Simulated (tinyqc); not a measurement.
Classical nucleation, growth and JMAK kinetics of crystallisation from a melt or glass: one step, computed by the program tinyqc. Command: `OMP_NUM_THREADS=1 python tinyqc.py 3025886 3025887 out.jsonl nucl walk`. One thread of a shared host (Intel(R) Xeon(R) Processor @ 2.30GHz), about 0.01 s of CPU time with the checks.

A spherical nucleus cap on a flat wall with a sharp interface of isotropic energy gamma; lambda = Omega^(1/3) is the jump distance.

Question. Steady nucleation rate. Driving force per volume: dG = H (T_m - T)/T_m. Shape factor f = (2 + cos theta)(1 - cos theta)^2/4. W(r) = f [4 pi r^2 gamma - (4/3) pi r^3 dG]; r* = 2 gamma/dG; W* = f 16 pi gamma^3/(3 dG^2); n* = f (4/3) pi r*^3/Omega. D = D0 exp(-Q/(k_B T)); attachment rate k+ = (A*/lambda^2) D/lambda^2 with A* = 2 pi r*^2 (1 - cos theta); Zeldovich factor Z = sqrt(W*/(3 pi k_B T))/n*; sites per volume N = S_v/lambda^2; I = N Z k+ exp(-W*/(k_B T)); lag time = 1/(4 pi Z^2 k+).

Inputs (values chosen for the exercise, for a model substance):

| quantity | value | unit |
|---|---|---|
| melting point T_m | 740 | K |
| heat of melting per volume H | 1350 | J/cm^3 |
| interface energy gamma | 0.16 | J/m^2 |
| atomic volume Omega | 14.2 | angstrom^3 |
| temperature T | 498 | K |
| diffusion prefactor D0 | 1.4e-05 | m^2/s |
| activation energy Q | 0.906 | eV |
| contact angle theta | 135 | degrees |
| wall area per volume S_v | 8.8e+07 | 1/m |

Nucleation: on a flat wall. Driving force: Turnbull (linear).

Constants: k_B = 8.617333262e-05 eV/K; k_B = 1.380649e-23 J/K.

Give: diffusivity D; attachment rate k+; Zeldovich factor Z; sites N; nucleation rate I; lag time.

Answer.

diffusivity D = 9.4924e-15 m^2/s

attachment rate k+ = 1.5556e+07 1/s

Zeldovich factor Z = 0.021381

sites N = 1.5007e+27 1/m^3

nucleation rate I = 5.6095e+11 1/(m^3 s)

lag time = 1.1190e-05 s

Caution: homogeneous nucleation, left out here, would be as fast or faster: the wall offers too few sites or too small a cut in the barrier.
